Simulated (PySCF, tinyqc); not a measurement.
Worked calculation: G0W0 on RHF in the sto-3g basis, for H4, spin multiplicity 1. The lowest restricted solution is unstable here: a spin-polarised one lies 0.0482 hartree lower (PySCF). One step of it, computed by the program tinyqc.

Task: Iteration 2 (converged): orbitals. Diagonalise F' = X^T F X, C = X C', fill 2 alpha and 2 beta electrons from the bottom; D = 2 C_occ C_occ^T. Each column has its largest component positive (the first on a tie).

converged F (hartree):
```
,1H 1s,2H 1s,3H 1s,4H 1s
1H 1s,-0.178060,-0.376637,-0.132864,-0.101498
2H 1s,-0.376637,-0.178060,-0.101498,-0.132864
3H 1s,-0.132864,-0.101498,-0.178060,-0.376637
4H 1s,-0.101498,-0.132864,-0.376637,-0.178060
```

X:
```
,1H 1s,2H 1s,3H 1s,4H 1s
1H 1s,1.061752,-0.185346,-0.091551,-0.001592
2H 1s,-0.185346,1.061752,-0.001592,-0.091551
3H 1s,-0.091551,-0.001592,1.061752,-0.185346
4H 1s,-0.001592,-0.091551,-0.185346,1.061752
```

Give: F' = X^T F X; orbital energies; coefficients C; D after iteration 2.

Result:

F' = X^T F X (hartree):
```
,1,2,3,4
1,-0.0376,-0.3550,-0.0925,0.0011
2,-0.3550,-0.0376,0.0011,-0.0925
3,-0.0925,0.0011,-0.0376,-0.3550
4,0.0011,-0.0925,-0.3550,-0.0376
```

orbital energies (hartree): MO1 -0.4841, MO2 -0.3011, MO3 0.2239, MO4 0.4111

coefficients C:
```
,MO1,MO2,MO3,MO4
1H 1s,0.3916,0.4848,0.5786,0.6685
2H 1s,0.3916,0.4848,-0.5786,-0.6685
3H 1s,0.3916,-0.4848,0.5786,-0.6685
4H 1s,0.3916,-0.4848,-0.5786,0.6685
```

D after iteration 2:
```
,1H 1s,2H 1s,3H 1s,4H 1s
1H 1s,0.7768,0.7768,-0.1633,-0.1633
2H 1s,0.7768,0.7768,-0.1633,-0.1633
3H 1s,-0.1633,-0.1633,0.7768,0.7768
4H 1s,-0.1633,-0.1633,0.7768,0.7768
```
